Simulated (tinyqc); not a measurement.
Level and width from two currents at zero temperature.

Question. In a resonant-tunnelling diode at zero temperature a sharp resonance at Er = E0 - alpha V between the emitter band edge and Ef carries J = K (pi/2) G Tp (Ef - Er), K = q^3 mw m0/(2 pi^2 hbar^3) (times 1e-4 for A/cm^2 per eV^2), with G its full width and Tp its peak transmission, G Tp taken as constant, and no back flow. Find G Tp and E0.

Values chosen for this exercise; masses and offsets of a made-up heterostructure:
```
symbol,value,unit,meaning
mw,0.031,m0,"mass in the well, spacer and contacts"
Ef,0.031,eV,Fermi energy of both contacts above their band edges
alpha,0.43,,share of the bias at the well
```

Constants: q = 1.602176634e-19 C, hbar = 1.054571817e-34 J s, m0 = 9.1093837015e-31 kg. Results are converted to the units shown.

J at V = 0.14 and 0.18 V (kA/cm^2): [59.279662, 179.23380]

Solution. J is linear in V: the slope gives G Tp, and the onset V0, where the line meets zero, gives E0 = Ef + alpha V0.

G Tp = 8.850 meV
E0 = 0.08270 eV

Numbers from tinyqc (`OMP_NUM_THREADS=1 python tinyqc.py 2600143 2600144 out.jsonl`; about 0.2 s on one thread of a shared Intel Xeon 2.30GHz).
